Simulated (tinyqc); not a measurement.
Fermi-Dirac statistics of conduction electrons: one step. Mean energy, Einstein relation and screening. Five cases, with inputs chosen for the exercise.

Task: Mean kinetic energy <E> = (3/2) kT F_3/2/F_1/2; D/mu = (kT/e) F_1/2/F_-1/2; dn/dEF = (Nc/kT) F_-1/2; screening length L = (4 pi (e^2/(4 pi eps0)) (dn/dEF)/eps)^(-1/2), with dn/dEF in 1/(angstrom^3 eV) (1/cm^3 = 1e-24/angstrom^3).

F_j(eta) = (1/Gamma(j + 1)) integral_0^infinity x^j dx/(1 + exp(x - eta)), which tends to exp(eta) for eta << 0.

Constants: e^2/(4 pi eps0) = 14.39964547 eV angstrom.

Give: F_-1/2, F_1/2, F_3/2; <E>; D/mu; dn/dEF; L.

Case 1.

Values chosen (out of a larger set: near those of InAs, lowest valleys alone; not measured data): eps = 14.7 (static dielectric constant).

eta = -2.5611773
kT = 0.00818647 eV
Nc = 1.994938e+16 1/cm^3

Result:

F_-1/2, F_1/2, F_3/2: 0.07325  0.07519  0.07619

<E> = 12.44 meV
D/mu = 8.40 mV
dn/dEF = 1.785e+17 1/(cm^3 eV)
L = 674.6 angstrom

The gas is nearly non-degenerate. D/mu is 1.027 times kT/e and <E> is 1.013 times (3/2) kT; the Debye formula, with n/kT in place of dn/dEF, would give L = 665.9 angstrom.

Case 2.

Values chosen (out of a larger set: near those of GaAs, lowest valleys alone; not measured data): eps = 13 (static dielectric constant).

eta = 3.4580423
kT = 0.00663535 eV
Nc = 5.583138e+16 1/cm^3

Result:

F_-1/2, F_1/2, F_3/2: 2.012  5.373  10.04

<E> = 18.60 meV
D/mu = 17.72 mV
dn/dEF = 1.693e+19 1/(cm^3 eV)
L = 65.14 angstrom

The gas is degenerate. D/mu is 2.670 times kT/e and <E> is 1.869 times (3/2) kT; the Debye formula, with n/kT in place of dn/dEF, would give L = 39.86 angstrom.

Case 3.

Values chosen (out of a larger set: near those of InAs, lowest valleys alone; not measured data): eps = 15.1 (static dielectric constant).

eta = 2.7884513
kT = 0.02628287 eV
Nc = 1.072234e+17 1/cm^3

Result:

F_-1/2, F_1/2, F_3/2: 1.776  4.104  6.880

<E> = 66.10 meV
D/mu = 60.72 mV
dn/dEF = 7.246e+18 1/(cm^3 eV)
L = 107.3 angstrom

The gas is degenerate. D/mu is 2.310 times kT/e and <E> is 1.677 times (3/2) kT; the Debye formula, with n/kT in place of dn/dEF, would give L = 70.6 angstrom.

Case 4.

Values chosen (out of a larger set: near those of Ge, lowest valleys alone; not measured data): eps = 15.8 (static dielectric constant).

eta = 4.5444158
kT = 0.02585200 eV
Nc = 1.032792e+19 1/cm^3

Result:

F_-1/2, F_1/2, F_3/2: 2.347  7.746  17.14

<E> = 85.79 meV
D/mu = 85.32 mV
dn/dEF = 9.376e+20 1/(cm^3 eV)
L = 9.650 angstrom

The gas is degenerate. D/mu is 3.300 times kT/e and <E> is 2.212 times (3/2) kT; the Debye formula, with n/kT in place of dn/dEF, would give L = 5.312 angstrom.

Case 5.

Values chosen (out of a larger set: near those of Ge, lowest valleys alone; not measured data): eps = 16.6 (static dielectric constant).

eta = -2.4372671
kT = 0.04093233 eV
Nc = 2.122133e+19 1/cm^3

Result:

F_-1/2, F_1/2, F_3/2: 0.08236  0.08482  0.08609

<E> = 62.32 meV
D/mu = 42.16 mV
dn/dEF = 4.270e+19 1/(cm^3 eV)
L = 46.35 angstrom

The gas is nearly non-degenerate. D/mu is 1.030 times kT/e and <E> is 1.015 times (3/2) kT; the Debye formula, with n/kT in place of dn/dEF, would give L = 45.67 angstrom.

Computed by tinyqc, one run a case: `OMP_NUM_THREADS=1 python tinyqc.py N N+1 out.jsonl` with N = 1680775, 1680795, 1680984, 1681025, 1681156; one thread of a shared Intel(R) Xeon(R) Processor @ 2.30GHz, about 0.01 s a run at most.
